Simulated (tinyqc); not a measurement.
Inside a calculation: thin (001) film in sp3s* tight binding with raised dangling bonds. Values are carried at full precision from step to step, so a last printed digit may differ when a step is redone from the rounded ones.

sp3s* tight binding, nearest neighbours only: anion (a) at 0, cation (c) at a/4 (1,1,1), orbitals s, px, py, pz, s* on each; k in units of 2 pi/a. With phases e_j = exp(i (pi/2) k.n_j) for n = (1,1,1), (1,-1,-1), (-1,1,-1), (-1,-1,1): g0 = (e1+e2+e3+e4)/4, g1 = (e1+e2-e3-e4)/4, g2 = (e1-e2+e3-e4)/4, g3 = (e1-e2-e3+e4)/4. The diagonal holds the levels Esa, Epa, Exa (s*) and Esc, Epc, Exc. Anion-cation block: <sa|sc> = Vss g0; <sa|xc> = Vsapc g1; <xa|sc> = -Vscpa g1; <xa|xc> = Vxx g0; <xa|yc> = <ya|xc> = Vxy g3, <xa|zc> = <za|xc> = Vxy g2, <ya|zc> = <za|yc> = Vxy g1; <s*a|xc> = Vxapc g1; <xa|s*c> = -Vpaxc g1; y and z take g2 and g3 in place of g1; s-s* and s*-s* vanish.

Parameters, chosen for this exercise (out of a larger set: near a published set for Si, fitted to gaps, whose masses and valley positions are rough; not measured data): p = (-4.229, 1.715, -4.229, 1.715, 6.651, 6.651, -8.273, 1.727, 4.572, 5.762, 5.762, 5.382, 5.382) eV (order Esa, Epa, Esc, Epc, Exa, Exc, Vss, Vxx, Vxy, Vsapc, Vscpa, Vxapc, Vpaxc); N = 5 (atomic planes in the small film); dl = 20 eV (shift of the dangling hybrids).

## Bulk edges along [001]

Gap at Gamma and minimum on (0,0,kz), kz from 0.5 to 1, from the bulk Ev. States at zero in-plane momentum come from this line alone.

edges (eV): Gamma 3.4540, Delta 1.1813

kz of the minimum = 0.7313 2 pi/a

## The two blocks of the small film

Planes alternate anion (a), cation (c) along [001], a/4 apart, starting with an anion; zero in-plane momentum; levels counted from the bulk Ev, the lower root of [[Epa, Vxx], [Vxx, Epc]]; no spin-orbit coupling. Block of s, pz, s*: from an anion to the cation above, Vss/2 (s,s), Vsapc/2 (s,z), -Vscpa/2 (z,s), Vxx/2 (z,z), Vxapc/2 (s*,z), -Vpaxc/2 (z,s*); to the cation below the same with the s-z and s*-z signs reversed. Block of u = (px + py)/sqrt2 and v = (px - py)/sqrt2: to the cation above (Vxx + Vxy)/2 for u and (Vxx - Vxy)/2 for v, to the cation below the reverse. Each surface atom has two dangling sp3 hybrids; raising both by dl adds (dl/2) [[1, t], [t, 1]] to its s, pz levels (t = -1 at the bottom face, +1 at the top) and dl to the one of u, v in whose plane the missing bonds lie (v for a bottom anion or a top cation, u for a top anion).

Fill them in.

s, pz, s* block (eV):
```
         sa1      za1    *a1     sc2     zc2     *c2     sa3     za3     *a3     sc4     zc4     *c4
sa1    5.783  -10.000      0  -4.136   2.881       0       0       0       0       0       0       0
za1  -10.000   11.727      0  -2.881   0.864  -2.691       0       0       0       0       0       0
*a1        0        0  6.663       0   2.691       0       0       0       0       0       0       0
sc2   -4.136   -2.881      0  -4.217       0       0  -4.136   2.881       0       0       0       0
zc2    2.881    0.864  2.691       0   1.727       0  -2.881   0.864  -2.691       0       0       0
*c2        0   -2.691      0       0       0   6.663       0   2.691       0       0       0       0
sa3        0        0      0  -4.136  -2.881       0  -4.217       0       0  -4.136   2.881       0
za3        0        0      0   2.881   0.864   2.691       0   1.727       0  -2.881   0.864  -2.691
*a3        0        0      0       0  -2.691       0       0       0   6.663       0   2.691       0
sc4        0        0      0       0       0       0  -4.136  -2.881       0  -4.217       0       0
zc4        0        0      0       0       0       0   2.881   0.864   2.691       0   1.727       0
*c4        0        0      0       0       0       0       0  -2.691       0       0       0   6.663
sa5        0        0      0       0       0       0       0       0       0  -4.136  -2.881       0
za5        0        0      0       0       0       0       0       0       0   2.881   0.864   2.691
*a5        0        0      0       0       0       0       0       0       0       0  -2.691       0

        sa5     za5     *a5
sa1       0       0       0
za1       0       0       0
*a1       0       0       0
sc2       0       0       0
zc2       0       0       0
*c2       0       0       0
sa3       0       0       0
za3       0       0       0
*a3       0       0       0
sc4  -4.136   2.881       0
zc4  -2.881   0.864  -2.691
*c4       0   2.691       0
sa5   5.783  10.000       0
za5  10.000  11.727       0
*a5       0       0   6.663
```

u, v block (eV):
```
       ua1     va1     uc2     vc2     ua3     va3     uc4     vc4     ua5    va5
ua1  1.727       0   3.150       0       0       0       0       0       0      0
va1      0  21.727       0  -1.423       0       0       0       0       0      0
uc2  3.150       0   1.727       0  -1.423       0       0       0       0      0
vc2      0  -1.423       0   1.727       0   3.150       0       0       0      0
ua3      0       0  -1.423       0   1.727       0   3.150       0       0      0
va3      0       0       0   3.150       0   1.727       0  -1.423       0      0
uc4      0       0       0       0   3.150       0   1.727       0  -1.423      0
vc4      0       0       0       0       0  -1.423       0   1.727       0  3.150
ua5      0       0       0       0       0       0  -1.423       0  21.727      0
va5      0       0       0       0       0       0       0   3.150       0  1.727
```

## Levels of the small film

Diagonalise both blocks.

levels of the s, pz, s* block (eV): -11.695  -9.527  -6.326  -2.464  1.808  2.008  3.127  3.906  6.663  6.790  8.029  9.262  10.031  19.616  19.637

levels of the u, v block (eV): -2.230  -2.230  -0.818  -0.818  4.209  4.209  5.643  5.643  21.830  21.830

No level lies between 0 and the bulk edge 1.181 eV; confinement has widened the gap at zero in-plane momentum to 2.626 eV.

## Checks

- Lowest conduction level of 201 planes, with the dangling hybrids shifted far away, against the bulk edge: 1.182 against 1.181.

tinyqc: `OMP_NUM_THREADS=1 python tinyqc.py 1481675 1481676 out.jsonl`; about 0.4 s, one thread, shared Intel(R) Xeon(R) Processor @ 2.30GHz.
